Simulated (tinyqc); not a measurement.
Undoped symmetric double-gate MOSFET, analytic potential model: effect of the temperature.

An undoped body of thickness ts between two equal insulators and tied gates; long channel, electrons only, n = ni exp((psi - V)/Vt) with V the quasi-Fermi potential (0 at the source, Vd at the drain), constant mobility, no quantisation. Across the body psi(x) = V - 2 Vt ln[(ts/(2 beta)) sqrt(q ni/(2 eps0 eps_r Vt)) cos(2 beta x/ts)], x from the centre. Q is the electron charge per area of the whole body.

Nc and Nv are given at 400 K and scale as (T/400 K)^1.5; Eg and mu are held fixed. ni = sqrt(Nc Nv) exp(-Eg/(2 Vt)), Eg in volts; r = eps_r tox/(eox ts); V0 = dphi + 2 Vt ln[(2/ts) sqrt(2 eps0 eps_r Vt/(q ni))]. beta (between 0 and pi/2) solves (Vg - V0 - V)/(2 Vt) = ln(beta) - ln(cos beta) + 2 r beta tan(beta). Q = 8 eps0 eps_r Vt beta tan(beta)/ts; I = mu (1/L)(4 eps0 eps_r/ts)(2 Vt)^2 [g(beta_s) - g(beta_d)] per width, g = beta tan(beta) - beta^2/2 + r beta^2 tan^2(beta), with beta_s at V = 0 and beta_d at V = Vd.  I(low) is taken at Vg = 0.36 V, Qs and I(high) at Vg = 1.11 V.

Values chosen for this exercise; material values close to those of silicon: band gap Eg = 1.12 eV; relative permittivity of the semiconductor eps_r = 11.9; conduction-band density of states at the reference temperature Nc = 4.25e19 cm^-3; valence-band density of states at the reference temperature Nv = 4.08e19 cm^-3; relative permittivity of the gate insulator eox = 7.59; insulator thickness tox = 4.7 nm; body thickness ts = 15 nm; gate work function less that of the intrinsic body dphi = 0.19 V; channel mobility mu = 590 cm^2/(V s); gate length L = 1 um; drain voltage Vd = 0.1 V.

Constants: q = 1.602176634e-19 C, kB = 1.380649e-23 J/K, Vt = kB T/q, eps0 = 8.8541878128e-14 F/cm where lengths are in cm. Results are converted to the units shown.

Result of one run:
```
V0 (V)   I(low) (nA/um)  Qs(high) (nC/cm^2)  I(high) (uA/um)
0.68088       5.2861e-5              984.76           50.556
```

Which temperature T gave this result: 220, 250, 310, 340 or 370 K?

T = 220 K.

The whole series:
```
T (K)   V0 (V)  I(low) (nA/um)  Qs(high) (nC/cm^2)  I(high) (uA/um)
220    0.68088       5.2861e-5              984.76           50.556
250    0.67008       8.5516e-4              996.55           51.341
280    0.65912       0.0078474              1009.9           52.214
310    0.64802        0.047982              1024.6           53.158
340    0.63680         0.21709              1040.5           54.163
370    0.62547         0.78043              1057.3           55.220
400    0.61403          2.3437              1074.9           56.323
430    0.60249          6.0960              1093.3           57.464
```

As T goes from 220 to 430 K, I(low) rises from 5.29e-5 to 6.10 nA/um and I(high) rises from 50.6 to 57.5 uA/um. V0 falls from 0.681 to 0.602 V. In every row the surface density at the source at the higher gate voltage passes 0.3 Nc, where Boltzmann statistics fail. In every row the mobility is held fixed, though a real one changes with T.

tinyqc, about 0.01 s, one thread, Intel Xeon 2.30GHz (shared host): `OMP_NUM_THREADS=1 python tinyqc.py 2440064 2440065 out.jsonl`
